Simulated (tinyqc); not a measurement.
Transfer length from front and end resistance.

Question. A contact of length d and width W has Rc = (Rsh Lt/W) coth(d/Lt) and Re = (Rsh Lt/W)/sinh(d/Lt), with Rsh the sheet resistance under the metal and Lt = sqrt(rc/Rsh). Find Lt, Rsh and rc.

Values chosen for this exercise:
- d = 0.046 um (contact length)
- W = 0.23 um (contact width)

Rc = 233.75137 ohm
Re = 51.524982 ohm

Solution. Rc/Re = cosh(d/Lt) gives Lt, and Re then gives Rsh.

Lt = 0.0210 um
Rsh = 2.50e3 ohm/sq
rc = 1.10e-8 ohm cm^2

tinyqc, about 0.01 s, one thread, Intel Xeon 2.30GHz (shared host): `OMP_NUM_THREADS=1 python tinyqc.py 2760161 2760162 out.jsonl`
